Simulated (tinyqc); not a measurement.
Inside a calculation. Method: G0W0 on RHF in the sto-6g basis, for BeH2, spin multiplicity 1. One step of it, computed by the program tinyqc.

Question. Integrals over molecular orbitals. (pq|rs) = sum C_ip C_jq C_kr C_ls (ij|kl), one index at a time.

coefficients C:
```
               MO1        MO2        MO3        MO4       MO5        MO6        MO7
1Be 1s    0.994675  -0.207675   0.000000   0.011344  0.000000  -0.212520   0.000000
1Be 2s    0.021291   0.573037   0.000000  -0.052265  0.000000   1.145591   0.000000
1Be 2px   0.000000   0.000000   0.000000   0.000000  1.000000   0.000000   0.000000
1Be 2py   0.000000   0.000000   0.497783   0.000000  0.000000   0.000000   1.336040
1Be 2pz  -0.000038   0.005685   0.000000   0.998600  0.000000   0.056649   0.000000
2H 1s    -0.002361   0.396718   0.417495   0.023211  0.000000  -0.771597  -0.933172
3H 1s    -0.002361   0.396718  -0.417495   0.023211  0.000000  -0.771597   0.933172
```

core Hamiltonian H = T + V (hartree):
```
            1Be 1s     1Be 2s    1Be 2px    1Be 2py    1Be 2pz      2H 1s      3H 1s
1Be 1s   -8.683862  -2.046081   0.000000   0.000000  -0.000807  -0.474428  -0.474428
1Be 2s   -2.046081  -2.780916   0.000000   0.000000  -0.006689  -1.151462  -1.151462
1Be 2px   0.000000   0.000000  -2.269415   0.000000   0.000000   0.000000   0.000000
1Be 2py   0.000000   0.000000   0.000000  -2.480083   0.000000  -1.226550   1.226550
1Be 2pz  -0.000807  -0.006689   0.000000   0.000000  -2.269540  -0.030623  -0.030623
2H 1s    -0.474428  -1.151462   0.000000  -1.226550  -0.030623  -2.123446  -0.095244
3H 1s    -0.474428  -1.151462   0.000000   1.226550  -0.030623  -0.095244  -2.123446
```

Two-electron integrals (ij|kl) in chemists' order, unique and non-zero (hartree):
```
(11|11) 2.299996    (21|11) 0.361879    (21|21) 0.071926    (22|11) 0.570332
(22|21) 0.139654    (22|22) 0.417773    (31|31) 0.015252    (32|31) 0.022555
(32|32) 0.092340    (33|11) 0.570332    (33|21) 0.139654    (33|22) 0.417773
(33|33) 0.450117    (41|41) 0.015252    (42|41) 0.022555    (42|42) 0.092340
(43|43) 0.024258    (44|11) 0.570332    (44|21) 0.139654    (44|22) 0.417773
(44|33) 0.401601    (44|44) 0.450117    (51|51) 0.015252    (52|51) 0.022555
(52|52) 0.092340    (53|53) 0.024258    (54|54) 0.024258    (55|11) 0.570332
(55|21) 0.139654    (55|22) 0.417773    (55|33) 0.401601    (55|44) 0.401601
(55|55) 0.450117    (61|11) 0.085424    (61|21) 0.016484    (61|22) 0.031861
(61|33) 0.031598    (61|41) 0.001630    (61|42) 0.003155    (61|44) 0.032386
(61|51) 0.000040    (61|52) 0.000077    (61|54) 0.000019    (61|55) 0.031599
(61|61) 0.003995    (62|11) 0.200114    (62|21) 0.049748    (62|22) 0.161400
(62|33) 0.155374    (62|41) 0.006946    (62|42) 0.040483    (62|44) 0.173441
(62|51) 0.000170    (62|52) 0.000988    (62|54) 0.000441    (62|55) 0.155385
(62|61) 0.012594    (62|62) 0.092011    (63|31) 0.004860    (63|32) 0.021964
(63|43) 0.007071    (63|53) 0.000173    (63|63) 0.008568    (64|11) 0.213519
(64|21) 0.053766    (64|22) 0.182327    (64|33) 0.171619    (64|41) 0.011251
(64|42) 0.063147    (64|44) 0.203731    (64|51) 0.000156    (64|52) 0.001005
(64|54) 0.000611    (64|55) 0.171630    (64|61) 0.014298    (64|62) 0.118376
(64|64) 0.157429    (65|11) 0.005211    (65|21) 0.001312    (65|22) 0.004450
(65|33) 0.004189    (65|41) 0.000156    (65|42) 0.001005    (65|44) 0.004627
(65|51) 0.004864    (65|52) 0.021989    (65|54) 0.007081    (65|55) 0.004534
(65|61) 0.000349    (65|62) 0.002889    (65|64) 0.003633    (65|65) 0.008657
(66|11) 0.366592    (66|21) 0.093005    (66|22) 0.336489    (66|33) 0.312194
(66|41) 0.015452    (66|42) 0.115052    (66|44) 0.385037    (66|51) 0.000377
(66|52) 0.002808    (66|54) 0.001778    (66|55) 0.312237    (66|61) 0.024394
(66|62) 0.242663    (66|64) 0.331662    (66|65) 0.008095    (66|66) 0.774999
(71|11) 0.085424    (71|21) 0.016484    (71|22) 0.031861    (71|33) 0.031598
(71|41) -0.001630   (71|42) -0.003155   (71|44) 0.032386    (71|51) 0.000040
(71|52) 0.000077    (71|54) -0.000019   (71|55) 0.031599    (71|61) 0.003618
(71|62) 0.010432    (71|64) 0.010825    (71|65) 0.000291    (71|66) 0.019211
(71|71) 0.003995    (72|11) 0.200114    (72|21) 0.049748    (72|22) 0.161400
(72|33) 0.155374    (72|41) -0.006946   (72|42) -0.040483   (72|44) 0.173441
(72|51) 0.000170    (72|52) 0.000988    (72|54) -0.000441   (72|55) 0.155385
(72|61) 0.010432    (72|62) 0.048325    (72|64) 0.049611    (72|65) 0.001493
(72|66) 0.094105    (72|71) 0.012594    (72|72) 0.092011    (73|31) 0.004860
(73|32) 0.021964    (73|43) -0.007071   (73|53) 0.000173    (73|63) 0.003579
(73|73) 0.008568    (74|11) -0.213519   (74|21) -0.053766   (74|22) -0.182327
(74|33) -0.171619   (74|41) 0.011251    (74|42) 0.063147    (74|44) -0.203731
(74|51) -0.000156   (74|52) -0.001005   (74|54) 0.000611    (74|55) -0.171630
(74|61) -0.010825   (74|62) -0.049611   (74|64) -0.048851   (74|65) -0.001510
(74|66) -0.095036   (74|71) -0.014298   (74|72) -0.118376   (74|74) 0.157429
(75|11) 0.005211    (75|21) 0.001312    (75|22) 0.004450    (75|33) 0.004189
(75|41) -0.000156   (75|42) -0.001005   (75|44) 0.004627    (75|51) 0.004864
(75|52) 0.021989    (75|54) -0.007081   (75|55) 0.004534    (75|61) 0.000291
(75|62) 0.001493    (75|64) 0.001510    (75|65) 0.003624    (75|66) 0.002974
(75|71) 0.000349    (75|72) 0.002889    (75|74) -0.003633   (75|75) 0.008657
(76|11) 0.016016    (76|21) 0.003874    (76|22) 0.011517    (76|33) 0.011293
(76|44) 0.011962    (76|51) 0.000025    (76|52) 0.000121    (76|55) 0.011295
(76|61) 0.000890    (76|62) 0.004672    (76|64) 0.005416    (76|65) 0.000159
(76|66) 0.010321    (76|71) 0.000890    (76|72) 0.004672    (76|74) -0.005416
(76|75) 0.000159    (76|76) 0.000325    (77|11) 0.366592    (77|21) 0.093005
(77|22) 0.336489    (77|33) 0.312194    (77|41) -0.015452   (77|42) -0.115052
(77|44) 0.385037    (77|51) 0.000377    (77|52) 0.002808    (77|54) -0.001778
(77|55) 0.312237    (77|61) 0.019211    (77|62) 0.094105    (77|64) 0.095036
(77|65) 0.002974    (77|66) 0.184485    (77|71) 0.024394    (77|72) 0.242663
(77|74) -0.331662   (77|75) 0.008095    (77|76) 0.010321    (77|77) 0.774999
```

Give: one-electron integrals over orbitals h = C^T H C; Two-electron integrals over orbitals.

Answer.

one-electron integrals over orbitals h = C^T H C (hartree):
```
         1        2        3        4        5        6        7
1  -8.6749   0.2156   0.0000  -0.0128   0.0000   0.2093   0.0000
2   0.2156  -2.3902   0.0000   0.0040   0.0000  -0.2171   0.0000
3   0.0000   0.0000  -2.3412   0.0000   0.0000   0.0000  -0.2979
4  -0.0128   0.0040   0.0000  -2.2689   0.0000  -0.0123   0.0000
5   0.0000   0.0000   0.0000   0.0000  -2.2694   0.0000   0.0000
6   0.2093  -0.2171   0.0000  -0.0123   0.0000  -1.9301   0.0000
7   0.0000   0.0000  -0.2979   0.0000   0.0000   0.0000  -1.8425
```

Two-electron integrals over orbitals (pq|rs), unique and non-zero (hartree):
```
(11|11) 2.2807      (21|11) -0.1926     (21|21) 0.0255      (22|11) 0.4744
(22|21) -0.0061     (22|22) 0.3876      (31|31) 0.0056      (32|31) 0.0125
(32|32) 0.1631      (33|11) 0.4409      (33|21) -0.0023     (33|22) 0.4006
(33|33) 0.4236      (41|11) 0.0106      (41|21) -0.0013     (41|22) 0.0008
(41|33) 4.55e-04    (41|41) 0.0161      (42|11) -0.0048     (42|21) 4.21e-04
(42|22) 0.0024      (42|33) 0.0026      (42|41) 0.0148      (42|42) 0.0478
(43|31) -3.44e-05   (43|32) 0.0032      (43|43) 0.0137      (44|11) 0.5699
(44|21) -0.0072     (44|22) 0.3612      (44|33) 0.3470      (44|41) -0.0014
(44|42) -0.0067     (44|44) 0.4503      (51|51) 0.0160      (52|51) 0.0149
(52|52) 0.0478      (53|53) 0.0136      (54|51) -0.0008     (54|52) -0.0022
(54|54) 0.0243      (55|11) 0.5701      (55|21) -0.0072     (55|22) 0.3613
(55|33) 0.3471      (55|41) 3.23e-04    (55|42) -0.0022     (55|44) 0.4015
(55|55) 0.4501      (61|11) -0.1975     (61|21) 0.0269      (61|22) -0.0066
(61|33) -0.0033     (61|41) -0.0007     (61|42) 0.0010      (61|44) -0.0052
(61|55) -0.0051     (61|61) 0.0286      (62|11) 0.1295      (62|21) -0.0068
(62|22) -0.0203     (62|33) -0.0438     (62|41) 0.0010      (62|42) -0.0009
(62|44) 0.0597      (62|55) 0.0601      (62|61) -0.0054     (62|62) 0.0807
(63|31) -0.0013     (63|32) -0.0929     (63|43) -0.0026     (63|63) 0.0839
(64|11) 0.0040      (64|21) 1.52e-04    (64|22) 0.0008      (64|33) -0.0008
(64|41) 0.0163      (64|42) 0.0467      (64|44) -0.0015     (64|55) 0.0016
(64|61) 0.0009      (64|62) 0.0053      (64|64) 0.0506      (65|51) 0.0164
(65|52) 0.0470      (65|54) -0.0015     (65|65) 0.0509      (66|11) 0.4808
(66|21) -0.0073     (66|22) 0.3885      (66|33) 0.3990      (66|41) 0.0022
(66|42) 0.0063      (66|44) 0.3627      (66|55) 0.3631      (66|61) -0.0073
(66|62) -0.0289     (66|64) 0.0043      (66|66) 0.4049      (71|31) 0.0106
(71|32) 0.0191      (71|43) -1.58e-04   (71|63) -0.0007     (71|71) 0.0204
(72|31) 0.0040      (72|32) -0.0430     (72|43) -0.0028     (72|63) 0.0622
(72|71) 0.0078      (72|72) 0.0577      (73|11) 0.1458      (73|21) -0.0043
(73|22) -0.0034     (73|33) -0.0193     (73|41) -7.13e-05   (73|42) -0.0040
(73|44) 0.0646      (73|55) 0.0646      (73|61) -0.0035     (73|62) 0.0761
(73|64) 0.0022      (73|66) -0.0217     (73|73) 0.0851      (74|31) -0.0007
(74|32) -0.0067     (74|43) 0.0134      (74|63) 0.0040      (74|71) -0.0011
(74|72) 0.0011      (74|74) 0.0170      (75|53) 0.0136      (75|75) 0.0167
(76|31) 0.0105      (76|32) 0.1419      (76|43) 0.0035      (76|63) -0.0922
(76|71) 0.0165      (76|72) -0.0521     (76|74) -0.0058     (76|76) 0.1383
(77|11) 0.5634      (77|21) -0.0078     (77|22) 0.4160      (77|33) 0.4337
(77|41) 2.73e-04    (77|42) 0.0005      (77|44) 0.3851      (77|55) 0.3850
(77|61) -0.0081     (77|62) -0.0277     (77|64) -0.0017     (77|66) 0.4255
(77|73) -0.0042     (77|77) 0.4733
```
